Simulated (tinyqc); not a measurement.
Inside a calculation. Method: CCSD on RHF in the 6-311g basis, for H2, spin multiplicity 1. One step of it, computed by the program tinyqc.

Question. Iteration 1: diagonalisation and new density. Diagonalise F' = X^T F X, C = X C', fill 1 alpha and 1 beta electrons from the bottom; D = 2 C_occ C_occ^T. Each column has its largest component positive (the first on a tie).

Fock matrix F (hartree), lower triangle:
```
           1H 1s      1H 2s      1H 3s      2H 1s      2H 2s      2H 3s
1H 1s   0.674406
1H 2s  -0.386350  -0.291587
1H 3s  -0.426379  -0.321226  -0.193696
2H 1s  -0.490371  -0.475114  -0.400997   0.674406
2H 2s  -0.475114  -0.434016  -0.347103  -0.386350  -0.291587
2H 3s  -0.400997  -0.347103  -0.216215  -0.426379  -0.321226  -0.193696
```

X, lower triangle:
```
           1H 1s      1H 2s      1H 3s      2H 1s      2H 2s     2H 3s
1H 1s   1.375400
1H 2s  -0.753519   2.319564
1H 3s   0.216517  -1.116407   2.628609
2H 1s   0.017045  -0.009789  -0.036510   1.375400
2H 2s  -0.009789  -0.546160   0.350159  -0.753519   2.319564
2H 3s  -0.036510   0.350159  -1.457337   0.216517  -1.116407  2.628609
```

Give: F' = X^T F X; orbital energies; coefficients C; D after iteration 1.

Answer.

F' = X^T F X (hartree), lower triangle:
```
        1       2       3       4       5      6
1   1.772
2  -1.193   0.988
3   0.021  -0.362   0.217
4  -0.251  -0.201  -0.134   1.772
5  -0.201  -0.223  -0.015  -1.193   0.988
6  -0.134  -0.015  -0.111   0.021  -0.362  0.217
```

orbital energies (hartree): MO1 -0.520, MO2 0.177, MO3 0.317, MO4 0.653, MO5 2.595, MO6 2.732

coefficients C:
```
         MO1     MO2     MO3     MO4     MO5     MO6
1H 1s  0.185   0.081  -0.036  -0.084  -1.114  -1.103
1H 2s  0.324  -0.067  -0.744  -1.593   1.224   1.707
1H 3s  0.110   2.075   0.868   1.976  -0.479  -1.115
2H 1s  0.185  -0.081  -0.036   0.084  -1.114   1.103
2H 2s  0.324   0.067  -0.744   1.593   1.224  -1.707
2H 3s  0.110  -2.075   0.868  -1.976  -0.479   1.115
```

D after iteration 1, lower triangle:
```
       1H 1s  1H 2s  1H 3s  2H 1s  2H 2s  2H 3s
1H 1s  0.069
1H 2s  0.120  0.210
1H 3s  0.041  0.071  0.024
2H 1s  0.069  0.120  0.041  0.069
2H 2s  0.120  0.210  0.071  0.120  0.210
2H 3s  0.041  0.071  0.024  0.041  0.071  0.024
```
